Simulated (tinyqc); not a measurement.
Worked calculation: Hubbard ring of 6 sites. Computed by tinyqc, a small Python program that keeps every step. Settings: hopping = 0.62, U = 3.9, mixing = 1, iteration cap = 71. Command: `OMP_NUM_THREADS=1 python tinyqc.py 24132 24133 out.jsonl` (the two numbers bound the seeds that draw the settings). One thread of a shared host (Intel(R) Xeon(R) Processor @ 2.60GHz), about 0.2 s of CPU time with the checks.

one-body matrix (hopping and site energies) (eV):
```
           1          2          3          4          5          6
1   0.780000  -0.620000   0.000000   0.000000   0.000000  -0.620000
2  -0.620000  -0.220000  -0.620000   0.000000   0.000000   0.000000
3   0.000000  -0.620000   0.640000  -0.620000   0.000000   0.000000
4   0.000000   0.000000  -0.620000  -0.790000  -0.620000   0.000000
5   0.000000   0.000000   0.000000  -0.620000  -0.330000  -0.620000
6  -0.620000   0.000000   0.000000   0.000000  -0.620000   0.230000
```

U = 3.900000 eV

electrons, up and down: 4  3

n(up) at the start (a guess, not normalised): 1 0.717000, 2 0.617000, 3 0.717000, 4 0.617000, 5 0.717000, 6 0.617000

n(down) at the start (a guess): 1 0.450000, 2 0.550000, 3 0.450000, 4 0.550000, 5 0.450000, 6 0.550000

Each step fills the lowest levels of T + U n(other spin) and sets n(new) = n + mixing (n(out) - n); stop when output and input agree to 1e-8.

Course of the cycle:
```
iteration      E (eV)  largest |n(out) - n(in)|  mean |n_up - n_down|
1          3.93298069                  3.83e-01              0.186858
2          5.13670125                  5.82e-01              0.274419
3          5.18565369                  7.65e-01              0.206498
4          6.85164285                  8.02e-01              0.305976
5          6.36370898                  8.72e-01              0.195633
6          7.47217145                  8.77e-01              0.266606
7          7.07319524                  8.96e-01              0.188606
8          7.75335190                  8.98e-01              0.208286
9          7.32023613                  9.03e-01              0.171163
10         7.89138829                  9.04e-01              0.177139
11         7.35809276                  9.05e-01              0.167873
...               ...                       ...                   ...
61         7.35758097                  9.07e-01              0.166667
62         7.95290827                  9.07e-01              0.166667
63         7.35758097                  9.07e-01              0.166667
64         7.95290827                  9.07e-01              0.166667
65         7.35758097                  9.07e-01              0.166667
66         7.95290827                  9.07e-01              0.166667
67         7.35758097                  9.07e-01              0.166667
68         7.95290827                  9.07e-01              0.166667
69         7.35758097                  9.07e-01              0.166667
70         7.95290827                  9.07e-01              0.166667
71         7.35758097                  9.07e-01              0.166667
```

Can the last value be used, and what does the course show?

Not by the stop rule. Not converged within 71 iterations: the residual has stopped falling: the iteration swings between two states. The lowest mean-field energy found from random starts is 2.04745 eV. Reruns (cap 100 unless said): mixing 0.2: not converged; mixing 0.5: converged in 46 (E = 2.04745); mixing 0.9: not converged; the original settings with a cap of 400: not converged.
